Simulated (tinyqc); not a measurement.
Six-transistor SRAM cell, nodal equations and margins: one step of the calculation.

Two cross-coupled inverters (pull-down bn, pull-up bp) hold the nodes Q and QB; access transistors (ba, threshold VTn, gate on the word line at Vdd when selected) join them to the bit lines. Transistor (EKV form, voltages against the body): I = 2 n b Vt^2 [F(vp - Vs) - F(vp - Vd)] from drain to source, F(v) = ln^2(1 + exp(v/(2 Vt))), vp = (Vg - VT + sg |Vd - Vs|)/n. n-channel bodies are at 0; for the p-channel device all voltages are counted down from Vdd. b in uA/V^2 gives I in uA. For an access transistor the bit line is the drain and the node the source. In a read both bit lines are at Vdd. The cell is symmetric (no mismatch).

Question. Node voltages in a read by Newton steps. F1 = In(gate QB, drain Q) - Ip(gate QB, drain Q) - Ia(bit line, Q), F2 the same with Q and QB exchanged; J by central differences with +/- 1e-6 V; solve J d = -F, limit each component to +/- 0.15 V and add.

Values chosen for this exercise: temperature T = 325 K; supply voltage Vdd = 1 V; slope factor n = 1.25; drain-induced barrier lowering sg = 0.06; n-channel threshold VTn = 0.33 V; p-channel threshold (magnitude) VTp = 0.34 V; gain factor of the pull-down transistor bn = 280 uA/V^2; gain factor of the access transistor ba = 280 uA/V^2; gain factor of the pull-up transistor bp = 140 uA/V^2.

Constants: q = 1.602176634e-19 C, kB = 1.380649e-23 J/K, Vt = kB T/q. Results are converted to the units shown.

(Q, QB) after iteration 1 (V): Q 0.14854688, QB 0.99998647

Give: F1, F2; J; (Q, QB) after iteration 2.

Answer.

F1, F2 (uA): -7.7398  0.0135

J (uS):
```
         Q     QB
F1  297.54  41.67
F2    0.38  71.58
```

(Q, QB) after iteration 2 (V): Q 0.17461, QB 0.99966

Program tinyqc, `OMP_NUM_THREADS=1 python tinyqc.py 2340082 2340083 out.jsonl`; Intel Xeon 2.30GHz, shared host, one thread, about 0.1 s.
